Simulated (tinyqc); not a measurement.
# Transfer length from front and end resistance

Inverse problem. A contact of length d and width W has Rc = (Rsh Lt/W) coth(d/Lt) and Re = (Rsh Lt/W)/sinh(d/Lt), with Rsh the sheet resistance under the metal and Lt = sqrt(rc/Rsh). Find Lt, Rsh and rc.

Values chosen for this exercise: contact length d = 0.36 um; contact width W = 99 um.

Rc = 0.36530065 ohm
Re = 0.32258303 ohm

Answer. Rc/Re = cosh(d/Lt) gives Lt, and Re then gives Rsh.

Lt = 0.7071 um
Rsh = 24.00 ohm/sq
rc = 1.200e-7 ohm cm^2

tinyqc, about 0.01 s, one thread, Intel Xeon 2.30GHz (shared host): `OMP_NUM_THREADS=1 python tinyqc.py 2760149 2760150 out.jsonl`
